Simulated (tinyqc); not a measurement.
From results back to parameters: coherent potential approximation for a binary alloy with a semi-elliptic band. Five cases, with inputs chosen for the exercise.

Problem. With levels eA = -x d and eB = (1 - x) d on a semi-elliptic band of half width W, the alloy density has second moment W^2/4 + x (1 - x) d^2 and third moment x (1 - x)(1 - 2x) d^3 about its centre (exact, and kept by the CPA). The moments below come from hidden x and d > 0.

Case 1.

Values chosen: W = 3.1 eV (half width of the pure band).
second moment = 8.677409 eV^2
third moment = 12.130655 eV^3

Case 2.

Values chosen: W = 2.8 eV (half width of the pure band).
second moment = 2.242883 eV^2
third moment = 0.123620 eV^3

Case 3.

Values chosen: W = 4.5 eV (half width of the pure band).
second moment = 5.122771 eV^2
third moment = 0.032558 eV^3

Case 4.

Values chosen: W = 3.2 eV (half width of the pure band).
second moment = 3.407415 eV^2
third moment = 0.490653 eV^3

Case 5.

Values chosen: W = 3.5 eV (half width of the pure band).
second moment = 3.540101 eV^2
third moment = 1.223040 eV^3

Find: d; x.

Solution. v = m2 - W^2/4 = x (1 - x) d^2 and u = m3/v = (1 - 2x) d; then d^2 = u^2 + 4v and x = (1 - u/d)/2.

Case 1.

d = 5.37 eV
x = 0.32

Case 2.

d = 1.15 eV
x = 0.31

Case 3.

d = 0.73 eV
x = 0.13

Case 4.

d = 1.93 eV
x = 0.35

Case 5.

d = 2.91 eV
x = 0.06

Computed by tinyqc, one run a case: `OMP_NUM_THREADS=1 python tinyqc.py N N+1 out.jsonl` with N = 1451535, 1451583, 1451682, 1451870, 1451916; one thread of a shared Intel(R) Xeon(R) Processor @ 2.30GHz, about 0.01 s a run at most.
